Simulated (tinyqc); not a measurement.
Inside a calculation. Model: domain walls in a thin film with perpendicular anisotropy: Bloch, Neel and chiral walls, motion and stripe domains. Computed by tinyqc, a small Python program that keeps every step. Command: `OMP_NUM_THREADS=1 python tinyqc.py 3010029 3010030 out.jsonl mwall walk`. One thread of a shared host (Intel(R) Xeon(R) Processor @ 2.30GHz), about 0.01 s of CPU time with the checks. Intermediate numbers are printed to about 6 digits and carried at full precision; extremes and crossings named in words are read from the listed rows.

One-dimensional wall: polar angle theta(x), azimuth phi of the moment in the wall (phi = 0 Neel, 90 degrees Bloch). mu_0 = 1.25663706212e-6 T m/A, gamma = 1.76085963023e11 rad/(s T).

Inputs (values chosen for the exercise, for a model film):
```
quantity                      value        unit
saturation magnetisation M_s   1380        kA/m
exchange stiffness A             17        pJ/m
uniaxial anisotropy K_u        1840      kJ/m^3
DMI constant D                  2.2      mJ/m^2
thickness t                     1.5          nm
damping alpha                  0.09           -
current density J               2.2  1e12 A/m^2
spin Hall angle theta_SH       0.29           -
```

Drive: spin-orbit torque.

Constants: hbar = 1.054571817e-34 J s; e = 1.602176634e-19 C.

## Width and energy of the Bloch wall

K_eff = K_u - mu_0 M_s^2/2; Delta = sqrt(A/K_eff); sigma_0 = 4 sqrt(A K_eff); profile theta = 2 arctan exp(x/Delta); quality factor Q = 2 K_u/(mu_0 M_s^2).

K_eff = 643.430 kJ/m^3

width parameter Delta = 5.14013 nm

sigma_0 = 13.2292 mJ/m^2

quality factor Q = 1.53773

## Bloch or Neel

sigma(phi) = sigma_0 + 2 Delta K_D cos^2(phi) - pi D cos(phi), with the wall shape anisotropy K_D = N_x mu_0 M_s^2/2, N_x = t ln 2/(pi Delta). The minimum has cos(phi) = D/D_N for D < D_N = 4 Delta K_D/pi and phi = 0 beyond; sigma turns negative at D_c = (sigma_0 + 2 Delta K_D)/pi.

K_D = 77.0426 kJ/m^3

D_N = 0.504214 mJ/m^2

azimuth phi = 0 degrees

wall energy sigma = 7.10976 mJ/m^2

D_c = 4.46311 mJ/m^2

A pure chiral Neel wall. D is 0.49 of D_c.

## Velocity under current

Spin-orbit drive: B_SL = hbar theta_SH J/(2 e M_s t) acts as the field (pi/2) B_SL cos(phi). Steady state: v = (gamma Delta/alpha)(pi/2) B_SL cos(phi) = gamma Delta [B_D sin(phi) - (B_K/2) sin(2 phi)], B_K = 2 K_D/M_s, B_D = pi D/(2 M_s Delta); the root with phi between its rest value and 90 degrees; v saturates at v_D = gamma Delta B_D.

B_SL = 101.435 mT

azimuth in motion = 75.4605 degrees

velocity = 402.269 m/s

saturation velocity v_D = 440.949 m/s

v is 91 % of v_D: the wall has turned towards Bloch, where the torque loses its grip. Caution: pinning, heating and tilting of the wall are left out.

## Velocity against current

The formulas are those given above.

Steady motion:
```
J (1e12 A/m^2)  B_SL (mT)  phi (degrees)  v (m/s)  v at fixed rest phi (m/s)
0.02                0.922         2.4534   14.554                      14.57
0.05                2.305         6.1054   36.211                      36.42
0.10                4.611        12.0190   71.238                      72.83
0.20                9.221        22.7292  134.357                     145.67
0.50               23.053        44.6215  259.206                     364.17
1.00               46.107        61.6520  345.839                     728.35
2.00               92.213        74.1579  397.660                    1456.70
5.00              230.533        83.2796  426.174                    3641.74
```

The linear law holds to 5 % in 3 of the eight rows; in the last row v is 96.6 % of v_D = pi gamma D/(2 M_s), which depends on neither alpha nor theta_SH.

## Stripe domains

Dipolar length l = sigma/(mu_0 M_s^2); for t much smaller than the period the domain width is w = 0.955 t exp(pi l/t) (Kaplan and Gehring), given as log10 of w in nm.

dipolar length l = 2.97089 nm

log10 of the domain width in nm = 2.85837

Equilibrium domains are about 720 nm wide.

## Raising D

The formulas are those given above.

Wall against D; the last column is the Kaplan-Gehring width, log10[0.955 t exp(pi sigma/(mu_0 M_s^2 t))/nm], with a dash where it falls below 10 Delta and the formula fails:
```
D (mJ/m^2)  phi (degrees)  sigma (mJ/m^2)  sigma/sigma_0  log10 domain width
0.10              78.5608         13.1981       0.997645             5.17243
0.25              60.2761         13.0345       0.985282             5.11026
0.40              37.5037         12.7308       0.962322             4.99481
0.89               0.0000         11.2252       0.848517             4.42259
1.80               0.0000          8.3664       0.632417             3.33599
2.70               0.0000          5.5390       0.418691             2.26134
3.60               0.0000          2.7115       0.204965                   -
4.00               0.0000          1.4549       0.109976                   -
```

D_N is 11 % of D_c, so a small D fixes the chirality long before it lowers the energy much. Beyond D_N sigma falls by pi per unit of D, and the domain width, which has sigma in an exponent, drops by 2.9 decades over the valid rows (values above 6 mean a single domain in any device).

Checks made by the program: sigma_0 against the integral over the profile (relative difference below 1e-10).
